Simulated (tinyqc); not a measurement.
Comparisons within one model: hydrogenic donor in a hard-walled well (variational). A value that a table varies takes the place of the one given here.

Trial function cos(pi z/L) exp(-r/lam), r measured from the donor at zi, walls at +/- L/2, one eps everywhere. Counted from the lowest subband, E(lam) = c/(m lam^2) - (q/eps) I0/I1, with I0 the integral of cos^2(pi z/L) exp(-2|z - zi|/lam) over the well and I1 the same with the factor (|z - zi| + lam/2); c = hbar^2/2m0, q = e^2/(4 pi eps0). The binding energy is -E at the minimum.

Constants: hbar^2/2m0 = 3.80998211 eV angstrom^2; e^2/(4 pi eps0) = 14.39964547 eV angstrom; Ry = 13.60569312 eV.

Parameters, chosen for this exercise (near those of Si, with one mean mass; the results hold for these values, not for the real material): m = 0.294 m0 (mass); eps = 11.3 (dielectric constant); Ls = (4, 10, 21, 36, 62, 160, 280) angstrom (widths); L = 62 angstrom (well width); zi = 28 angstrom (position of the donor from the centre).

## Width of the well

Ry* = 31.3264 meV
a* = 20.339 angstrom

Donor at the centre and at the wall (zi = L/2).

Binding:
```
L (angstrom)   L/a*  centre (meV)  in Ry*  wall (meV)  in Ry*  centre/wall
4              0.20        104.06   3.322       77.68   2.480         1.34
10             0.49         86.63   2.766       54.51   1.740         1.59
21             1.03         69.81   2.229       37.77   1.206         1.85
36             1.77         57.90   1.848       27.96   0.892         2.07
62             3.05         47.46   1.515       20.28   0.647         2.34
160            7.87         35.67   1.139       11.78   0.376         3.03
280           13.77         32.89   1.050        9.36   0.299         3.51
```

At the centre the binding falls from 3.32 to 1.05 Ry*, between the limits 4 and 1. At the wall it falls from 2.48 to 0.30 Ry*, towards 1/4: the wall forces a node through the donor, as in a 2p state. With this trial function, which underbinds wall donors by about a tenth, the wall donor drops below the bulk value between 21 and 36 angstrom. The ratio grows from 1.34 to 3.51. Widths under about 15 angstrom lie outside envelope theory and serve only to show the limit.

## Position of the donor

Fixed width; zi from the centre to the wall.

Binding:
```
2 zi/L  zi (angstrom)  lam (angstrom)  binding (meV)  in Ry*
0.0               0.0            20.7          47.46   1.515
0.2               6.2            20.8          45.81   1.462
0.4              12.4            21.6          40.87   1.305
0.6              18.6            24.5          33.16   1.059
0.8              24.8            31.5          25.43   0.812
0.9              27.9            35.8          22.52   0.719
1.0              31.0            39.9          20.28   0.647
```

Uniform doping spreads the level over 27.18 meV, from 47.46 at the centre to 20.28 at the wall, while lam grows by 93 %. The slope is flat at the centre, which gives a peak in the density of donor states there, and steepest between 2 zi/L = 0.4 and 0.8.

## What each parameter does

The minimum over lam; Ry* = Ry m/eps^2. Each row changes one parameter from the base and keeps the others.

Results:
```
case              binding (meV)  lam (angstrom)  binding/Ry*
base                      22.44            36.0        0.716
m = 0.25 m0               20.88            40.6        0.784
eps = 12.4                19.62            38.6        0.754
L = 81 angstrom           26.67            26.6        0.851
zi = 14 angstrom          39.08            22.1        1.248
```

The largest shifts from the base row, up to three for each result and ties (the steps differ in size, so this ranks the rows, not the parameters). binding (meV): zi +16.64, L +4.23, eps -2.82. lam (angstrom): zi -13.9, L -9.4, m +4.6. binding/Ry*: zi +0.531, L +0.135, m +0.068.

Program tinyqc; command `OMP_NUM_THREADS=1 python tinyqc.py 1250381 1250382 out.jsonl`; about 0.02 s on one thread of a shared Intel(R) Xeon(R) Processor @ 2.30GHz.
